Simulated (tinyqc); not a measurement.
From results back to parameters: thin (001) film in sp3s* tight binding with raised dangling bonds. Five cases, with inputs chosen for the exercise.

Problem. The gap of a passivated film (lowest level above mid-gap less highest below, mid-gap being half the lower bulk edge) belongs to a hidden number of planes between 6 and 45.

Planes alternate anion (a), cation (c) along [001], a/4 apart, starting with an anion; zero in-plane momentum; levels counted from the bulk Ev, the lower root of [[Epa, Vxx], [Vxx, Epc]]; no spin-orbit coupling. Block of s, pz, s*: from an anion to the cation above, Vss/2 (s,s), Vsapc/2 (s,z), -Vscpa/2 (z,s), Vxx/2 (z,z), Vxapc/2 (s*,z), -Vpaxc/2 (z,s*); to the cation below the same with the s-z and s*-z signs reversed. Block of u = (px + py)/sqrt2 and v = (px - py)/sqrt2: to the cation above (Vxx + Vxy)/2 for u and (Vxx - Vxy)/2 for v, to the cation below the reverse. Each surface atom has two dangling sp3 hybrids; raising both by dl adds (dl/2) [[1, t], [t, 1]] to its s, pz levels (t = -1 at the bottom face, +1 at the top) and dl to the one of u, v in whose plane the missing bonds lie (v for a bottom anion or a top cation, u for a top anion).

Case 1.

Values chosen (out of a larger set: near a published set for Si, fitted to gaps, whose masses and valley positions are rough; not measured data):
- p = (-4.194, 1.721, -4.194, 1.721, 6.685, 6.685, -8.328, 1.718, 4.573, 5.736, 5.736, 5.386, 5.386) eV (order Esa, Epa, Esc, Epc, Exa, Exc, Vss, Vxx, Vxy, Vsapc, Vscpa, Vxapc, Vpaxc)
- dp = 30 eV (value of dl for the passivated films)
- a = 5.436 angstrom (lattice constant)

edges (eV): Gamma 3.4360, Delta 1.1658

gap of the film = 1.3395 eV

Case 2.

Values chosen (out of a larger set: near a published set for SiC, fitted to gaps, whose masses and valley positions are rough; not measured data):
- p = (-8.453, 2.118, -4.848, 4.343, 9.668, 9.327, -12.465, 3.033, 5.943, 9.458, 9.195, 8.699, 4.401) eV (order Esa, Epa, Esc, Epc, Exa, Exc, Vss, Vxx, Vxy, Vsapc, Vscpa, Vxapc, Vpaxc)
- dp = 30 eV (value of dl for the passivated films)
- a = 4.36 angstrom (lattice constant)

edges (eV): Gamma 5.9442, Delta 2.3290

gap of the film = 2.4261 eV

Case 3.

Values chosen (out of a larger set: near a published set for Si, fitted to gaps, whose masses and valley positions are rough; not measured data):
- p = (-4.202, 1.713, -4.202, 1.713, 6.688, 6.688, -8.283, 1.711, 4.574, 5.749, 5.749, 5.395, 5.395) eV (order Esa, Epa, Esc, Epc, Exa, Exc, Vss, Vxx, Vxy, Vsapc, Vscpa, Vxapc, Vpaxc)
- dp = 30 eV (value of dl for the passivated films)
- a = 5.426 angstrom (lattice constant)

edges (eV): Gamma 3.4220, Delta 1.1644

gap of the film = 1.2372 eV

Case 4.

Values chosen (out of a larger set: near a published set for Si, fitted to gaps, whose masses and valley positions are rough; not measured data):
- p = (-4.18, 1.706, -4.18, 1.706, 6.681, 6.681, -8.276, 1.708, 4.566, 5.719, 5.719, 5.373, 5.373) eV (order Esa, Epa, Esc, Epc, Exa, Exc, Vss, Vxx, Vxy, Vsapc, Vscpa, Vxapc, Vpaxc)
- dp = 30 eV (value of dl for the passivated films)
- a = 5.427 angstrom (lattice constant)

edges (eV): Gamma 3.4160, Delta 1.1675

gap of the film = 1.4389 eV

Case 5.

Values chosen (out of a larger set: near a published set for GaP, fitted to gaps, whose masses and valley positions are rough; not measured data):
- p = (-8.087, 1.129, -2.199, 4.101, 8.486, 7.206, -7.488, 2.153, 5.126, 4.28, 6.315, 4.636, 5.1) eV (order Esa, Epa, Esc, Epc, Exa, Exc, Vss, Vxx, Vxy, Vsapc, Vscpa, Vxapc, Vpaxc)
- dp = 30 eV (value of dl for the passivated films)
- a = 5.446 angstrom (lattice constant)

edges (eV): Gamma 2.9040, Delta 2.3530

gap of the film = 2.4534 eV

Find: N; thickness N a/4.

Solution.

Case 1.

N = 19
thickness N a/4 = 25.82 angstrom

Computing the films in turn gives 1.3487, 1.3395 and 1.3154 eV for N = 18, 19 and 20; no other N in the range comes within 1 meV.

Case 2.

N = 22
thickness N a/4 = 23.98 angstrom

Computing the films in turn gives 2.4390, 2.4261 and 2.4218 eV for N = 21, 22 and 23; no other N in the range comes within 1 meV.

Case 3.

N = 30
thickness N a/4 = 40.70 angstrom

Computing the films in turn gives 1.2464, 1.2372 and 1.2360 eV for N = 29, 30 and 31; no other N in the range comes within 1 meV.

Case 4.

N = 14
thickness N a/4 = 18.99 angstrom

Computing the films in turn gives 1.5063, 1.4389 and 1.4332 eV for N = 13, 14 and 15; no other N in the range comes within 1 meV.

Case 5.

N = 21
thickness N a/4 = 28.59 angstrom

Computing the films in turn gives 2.4574, 2.4534 and 2.4406 eV for N = 20, 21 and 22; no other N in the range comes within 1 meV.

Computed by tinyqc, one run a case: `OMP_NUM_THREADS=1 python tinyqc.py N N+1 out.jsonl` with N = 1481360, 1481429, 1481535, 1481721, 1481812; one thread of a shared Intel(R) Xeon(R) Processor @ 2.30GHz, about 0.4 s a run at most.
